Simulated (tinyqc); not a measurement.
# Resistive memory cell, filament-gap model with Joule heating: what changes with what

A tunnelling gap g separates the tip of a filament from the electrode. I = I0 exp(-g/g0) sinh(Vd/V0), with Vd = V - I Rs on the device; T = T0 + Rth Vd I at once; the gap closes as dg/dt = -nu exp(-q Ea/(kB T)) sinh(al q Vd/(kB T)). All constants are fitting values of a compact model.

Inputs (values chosen for the exercise):

| symbol | value | unit | meaning |
|---|---|---|---|
| T0 | 358 | K | ambient temperature |
| I0 | 1.8 | mA | current scale |
| g0 | 0.22 | nm | tunnelling length |
| V0 | 0.48 | V | voltage scale |
| nu | 100 | m/s | attempt velocity |
| Ea | 0.88 | eV | activation energy |
| al | 0.27 |  | barrier lowering per volt on the device |
| Rth | 2.3e5 | K/W | thermal resistance |
| Rs | 500 | ohm | series resistance |
| gi | 1.6 | nm | gap at the start |
| gf | 0.4 | nm | gap that counts as set |
| V | 2.18 | V | pulse voltage |

Constants: q = 1.602176634e-19 C, kB = 1.380649e-23 J/K. Results are converted to the units shown.

Each table varies one quantity; the others keep the values above.

## The course of a set pulse

For each gap Vd is solved self-consistently; the time to reach g is the integral of dg/|dg/dt| from g to gi.

The course of a set pulse:

| g (nm) | Vd (V) | I (uA) | T (K) | -dg/dt (nm/ns) | time (ns) |
|---|---|---|---|---|---|
| 1.43 | 2.124 | 112.9 | 413.1 | 0.009085 | 23.19 |
| 1.26 | 2.071 | 218.9 | 462.2 | 0.01584 | 37.71 |
| 1.09 | 1.983 | 394.7 | 538.0 | 0.02951 | 45.69 |
| 0.91 | 1.845 | 670.8 | 642.6 | 0.05050 | 50.33 |
| 0.74 | 1.673 | 1015 | 748.4 | 0.06517 | 53.23 |
| 0.57 | 1.466 | 1428 | 839.4 | 0.06199 | 55.83 |
| 0.4 | 1.233 | 1894 | 895.1 | 0.04153 | 59.10 |

What does the table show?

As the gap closes from 1.43 to 0.4 nm, the current rises from 113 to 1890 uA, Vd falls from 2.12 to 1.23 V, T rises from 413 to 895 K and the rate goes from 0.00908 through a maximum of 0.0652 (at g = 0.74 nm among the rows listed) to 0.0415 nm/ns. Heating first speeds the set up, then the series resistance takes the voltage away and slows it. The first row takes 39 % of the whole time.

## Effect of the pulse voltage on the set time

Same model as above.

The set time is the integral of dg/|dg/dt| from gf to gi, with Vd solved for each gap; the second column repeats it with Rth = 0.

Results:

| V (V) | set time (s) | without heating (s) | higher T of the two ends (K) | I at gf (uA) |
|---|---|---|---|---|
| 0.87 | 0.01840 | 0.05924 | 428.8 | 494.6 |
| 1.09 | 0.002146 | 0.01326 | 474.6 | 672.2 |
| 1.31 | 2.488e-4 | 0.003516 | 533.6 | 875.4 |
| 1.53 | 2.874e-5 | 0.001112 | 606.2 | 1103 |
| 1.74 | 3.683e-6 | 4.302e-4 | 687.8 | 1341 |
| 1.96 | 4.433e-7 | 1.809e-4 | 785.6 | 1609 |
| 2.4 | 9.851e-9 | 4.307e-5 | 1016 | 2195 |

Estimate the missing row, V = 2.18 V.

Computed row:

| V (V) | set time (s) | without heating (s) | higher T of the two ends (K) | I at gf (uA) |
|---|---|---|---|---|
| 2.18 | 5.910e-8 | 8.460e-5 | 895.1 | 1894 |

With this row back in the table: As V goes from 0.87 to 2.4 V, the set time falls from 0.0184 to 9.85e-9 s, a span of 6.3 decades; heating shortens it by a factor of 3.22 in the first row and 4370 in the last. On average a decade costs 244 mV, against (kB T0/q) ln 10/al = 263 mV from barrier lowering alone. At V = 2.4 V T passes 900 K, where the filament itself would change.

## Effect of the thermal resistance on the set time

Same model as above.

Effect of the thermal resistance on the set time:

| Rth (K/W) | set time (s) | without heating (s) | higher T of the two ends (K) | I at gf (uA) |
|---|---|---|---|---|
| 12000 | 2.716e-5 | 8.460e-5 | 386.0 | 1894 |
| 23000 | 1.120e-5 | 8.460e-5 | 411.7 | 1894 |
| 45000 | 2.728e-6 | 8.460e-5 | 463.1 | 1894 |
| 89000 | 4.528e-7 | 8.460e-5 | 565.9 | 1894 |
| 1.8e5 | 9.205e-8 | 8.460e-5 | 778.4 | 1894 |
| 3.5e5 | 2.890e-8 | 8.460e-5 | 1175 | 1894 |

As Rth goes from 12000 to 3.5e5 K/W, the set time falls from 2.72e-5 to 2.89e-8 s, a span of 3.0 decades; heating shortens it by a factor of 3.11 in the first row and 2930 in the last. At Rth = 3.5e5 K/W T passes 900 K, where the filament itself would change.

Numbers from tinyqc (`OMP_NUM_THREADS=1 python tinyqc.py 2880015 2880016 out.jsonl`; about 0.06 s on one thread of a shared Intel Xeon 2.30GHz).
